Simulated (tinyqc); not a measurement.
# Bandgap voltage reference from two bipolar transistors: effect of the offset of the amplifier

Two transistors of area 1 and N carry the same current I. Is(T) = Is (T/T0)^eta exp[(Vg0 q/kB)(1/T0 - 1/T)], VBE1 = Vt ln(I/Is(T)) + I rb, VBE2 = Vt ln(I/(N Is(T))) + I rb/N. The amplifier forces I R1(T) = VBE1 - VBE2 + Vos, with R(T) = R (1 + tc (T - T0)) for both resistors, and the output is Vref = VBE1 + I R2(T). Base currents and the Early effect are neglected.

Vt = kB T/q; I = (Vt ln N + Vos)/(R1(T) - rb (1 - 1/N)). Box coefficient: span of Vref between 233 and 398 K over its average over T and over 165 K. The last column is the R2 that gives zero slope at T0.

Inputs (values chosen for the exercise); values of the order met in silicon bipolar transistors:
```
symbol  value   unit                                                   meaning
T0        300      K                                     reference temperature
Vg0     1.179      V                      band-gap voltage extrapolated to 0 K
eta       3.2                   temperature exponent of the saturation current
Is      1e-17      A           saturation current of the unit transistor at T0
N          24                              area ratio of the second transistor
R1        5.1   kohm  resistor across which the difference of VBE falls, at T0
tc          0  ppm/K                 temperature coefficient of both resistors
rb        130    ohm                  series resistance of the unit transistor
R2      29.14   kohm                                     output resistor at T0
```

Constants: q = 1.602176634e-19 C, kB = 1.380649e-23 J/K. Results are converted to the units shown.

Result of one run:

| Vos (mV) | I at T0 (uA) | Vref at T0 (V) | slope at T0 (uV/K) | box coefficient (ppm/K) | R2 for zero slope (kohm) |
|---|---|---|---|---|---|
| -5 | 15.51 | 1.180 | -84.01 | 77.59 | 30.67 |

What becomes of these results when the offset of the amplifier Vos is changed from -5 to -1 mV, all else the same?

Result of the changed run:

| Vos (mV) | I at T0 (uA) | Vref at T0 (V) | slope at T0 (uV/K) | box coefficient (ppm/K) | R2 for zero slope (kohm) |
|---|---|---|---|---|---|
| -1 | 16.31 | 1.204 | -84.18 | 76.12 | 30.67 |

The whole series:

| Vos (mV) | I at T0 (uA) | Vref at T0 (V) | slope at T0 (uV/K) | box coefficient (ppm/K) | R2 for zero slope (kohm) |
|---|---|---|---|---|---|
| -5 | 15.51 | 1.180 | -84.01 | 77.59 | 30.67 |
| -3 | 15.91 | 1.192 | -84.12 | 76.87 | 30.67 |
| -1 | 16.31 | 1.204 | -84.18 | 76.12 | 30.67 |
| 0 | 16.51 | 1.211 | -84.18 | 75.73 | 30.67 |
| 1 | 16.71 | 1.217 | -84.18 | 75.34 | 30.67 |
| 3 | 17.12 | 1.229 | -84.13 | 74.54 | 30.67 |
| 5 | 17.52 | 1.242 | -84.04 | 73.73 | 30.67 |

As Vos goes from -5 to 5, Vref rises from 1.180 to 1.242 V and the box coefficient falls from 77.6 to 73.7 ppm/K. Each mV of offset moves Vref by 6.20 mV, about R2/R1 = 5.71 plus the change of VBE1 with the current.

Computed by the program tinyqc: `OMP_NUM_THREADS=1 python tinyqc.py 2062193 2062194 out.jsonl`, one thread of a shared Intel Xeon 2.30GHz, about 0.03 s for the whole run.
